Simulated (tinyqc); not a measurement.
Carrier lifetime of a p-type layer with SRH, radiative, Auger and surface recombination: two steps of the calculation.

Uniform excess density dn = dp (no trapping), n = n0 + dn, p = p0 + dn, Boltzmann statistics, full ionisation. Surfaces enter as a rate 2 S dn/d, which holds while diffusion to them is fast.

Inputs (values chosen for the exercise); band and dielectric values close to those of 4H silicon carbide: temperature T = 300 K; radiative coefficient B = 1.53e-12 cm^3/s; Auger coefficient (two electrons) Cn = 4.7e-31 cm^6/s; Auger coefficient (two holes) Cp = 2.2e-31 cm^6/s; surface recombination velocity (both faces) S = 2000 cm/s; sample thickness d = 20 um; generation rate G = 3e23 cm^-3 s^-1.

Constants: q = 1.602176634e-19 C, kB = 1.380649e-23 J/K, Vt = kB T/q. Results are converted to the units shown.

Question 1. New dn. With e = n p - ni^2 = dn (n0 + p0 + dn): U_SRH = e/(tp0 (n + n1) + tn0 (p + p1)), U_rad = B e, U_Aug = (Cn n + Cp p) e, U_s = 2 S dn/d. Newton step on ln U(ln dn) = ln G, U the sum: k = d ln U/d ln dn (central difference over factors 1.0001), dn(new) = dn (G/U)^(1/k).

dn after iteration 1 = 3.6688256e17 cm^-3
n0 = 4.6998937e-33 cm^-3
p0 = 5e16 cm^-3
n1 = 1.6555157e-25 cm^-3
p1 = 1.4194652e9 cm^-3
tn0 = 1.8796992e-4 s
tp0 = 1.4619883e-5 s

Give: U_SRH; U_rad; U_Aug; U_s; k; dn after iteration 2.

Answer 1.

U_SRH = 1.8268e21 cm^-3 s^-1
U_rad = 2.3401e23 cm^-3 s^-1
U_Aug = 4.0401e22 cm^-3 s^-1
U_s = 7.3377e23 cm^-3 s^-1
k = 1.2774
dn after iteration 2 = 1.4185e17 cm^-3

Question 2. Lifetime, shares and quasi-Fermi splitting. tau = dn/U, shares of U, splitting Vt ln(n p/ni^2), radiative efficiency U_rad/U.

converged dn = 1.3046956e17 cm^-3
ni = 1.5329536e-8 cm^-3
n0 = 4.6998937e-33 cm^-3
p0 = 5e16 cm^-3
n1 = 1.6555157e-25 cm^-3
p1 = 1.4194652e9 cm^-3
tn0 = 1.8796992e-4 s
tp0 = 1.4619883e-5 s

Give: tau; shares; quasi-Fermi splitting.

Answer 2.

tau = 4.349e-7 s
shares (%): SRH 0.22, radiative 12.01, Auger 0.79, surface 86.98
quasi-Fermi splitting = 2.976 V

Surface recombination takes the largest share. dn is 2.6 times the doping: intermediate injection.

Range of the model: S d exceeds 2.5 cm^2/s, comparable with a diffusion coefficient, so 2 S/d overstates the surface loss.

Numbers from tinyqc (`OMP_NUM_THREADS=1 python tinyqc.py 2300061 2300062 out.jsonl`; about 0.01 s on one thread of a shared Intel Xeon 2.30GHz).
